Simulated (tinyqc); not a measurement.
p-n diode with diffusion and depletion-layer recombination: two steps of the calculation.

Abrupt junction in the depletion approximation, low injection, full ionisation, neutral widths fixed, ohmic contact on the p side. Vj is the junction voltage; where a series resistance Rs is given, V = Vj + J Rs is the terminal voltage.

Values chosen for this exercise; band and dielectric values close to those of silicon: temperature T = 300 K; band gap Eg = 1.1 eV; relative permittivity eps_r = 11.7; conduction-band density of states at T Nc = 2.8e19 cm^-3; valence-band density of states at T Nv = 2.6e19 cm^-3; acceptor density Na = 1.5e16 cm^-3; donor density Nd = 7.6e15 cm^-3; electron lifetime tn = 2e-7 s; hole lifetime tp = 1e-9 s; series resistance Rs = 0.0011 ohm cm^2; trap level above the intrinsic level Et = 0 eV; junction voltage at which recombination is evaluated Vj = 0.37 V; terminal voltage V = 0.6 V.

Constants: q = 1.602176634e-19 C, kB = 1.380649e-23 J/K, Vt = kB T/q, eps0 = 8.8541878128e-14 F/cm where lengths are in cm. Results are converted to the units shown.

Task 1. Recombination in the depleted layer. ni = sqrt(Nc Nv) exp(-Eg/(2 Vt)), Eg in volts. Vbi = Vt ln(Na Nd/ni^2), W = sqrt(2 eps0 eps_r (Vbi - Vj)(1/Na + 1/Nd)/q), xp = W Nd/(Na + Nd), xn = W Na/(Na + Nd); u(x) = q Na (x + xp)^2/(2 eps0 eps_r) for x < 0 and Vbi - Vj - q Nd (xn - x)^2/(2 eps0 eps_r) for x > 0; p = Na exp(-u/Vt), n = Nd exp((u - Vbi + Vj)/Vt); U = ni^2 (exp(Vj/Vt) - 1)/(tp (n + ni exp(Et/Vt)) + tn (p + ni exp(-Et/Vt))); J_scr = q times the integral of U from -xp to xn. Trapezoid rule on 16 equal steps.

Give: W; x; u; n; p; U; J_scr.

Result 1.

W = 288.6 nm

```
point  x (nm)   u (V)  n (cm^-3)  p (cm^-3)  U (cm^-3 s^-1)
0       -97.1  0.0000   2.646e10   1.500e16        1.323e17
1       -79.0  0.0038   3.062e10   1.296e16        1.531e17
2       -61.0  0.0151   4.744e10   8.365e15        2.372e17
3       -42.9  0.0340   9.845e10   4.032e15        4.922e17
4       -24.9  0.0604   2.735e11   1.451e15        1.368e18
5        -6.9  0.0944   1.018e12   3.900e14        5.089e18
6        11.2  0.1337   4.660e12   8.516e13        2.329e19
7        29.2  0.1700   1.900e13   2.089e13        9.450e19
8        47.3  0.2025   6.682e13   5.940e12        3.155e20
9        65.3  0.2312   2.026e14   1.959e12        6.643e20
10       83.3  0.2561   5.301e14   7.487e11        5.811e20
11      101.4  0.2771   1.196e15   3.319e11        3.136e20
12      119.4  0.2943   2.327e15   1.705e11        1.679e20
13      137.4  0.3077   3.906e15   1.016e11        1.010e20
14      155.5  0.3173   5.654e15   7.020e10        6.999e19
15      173.5  0.3230   7.058e15   5.623e10        5.612e19
16      191.6  0.3249   7.600e15   5.222e10        5.213e19
```

J_scr = 6.996e-4 A/cm^2

Task 2. New Vj. Diffusion current alone: J = J0 (exp(Vj/Vt) - 1), g = Vj + J Rs - V, g' = 1 + Rs J0 exp(Vj/Vt)/Vt, Vj(new) = Vj - g/g'.

Vj after iteration 1 = 0.66370598 V
J0 = J0n + J0p = 1.2781515e-9 A/cm^2

Find: J; g; g'; Vj after iteration 2.

Result 2.

J = 180.4 A/cm^2
g = 0.2622 V
g' = 8.678
Vj after iteration 2 = 0.6335 V

Program tinyqc, `OMP_NUM_THREADS=1 python tinyqc.py 2260031 2260032 out.jsonl`; Intel Xeon 2.30GHz, shared host, one thread, about 0.01 s.
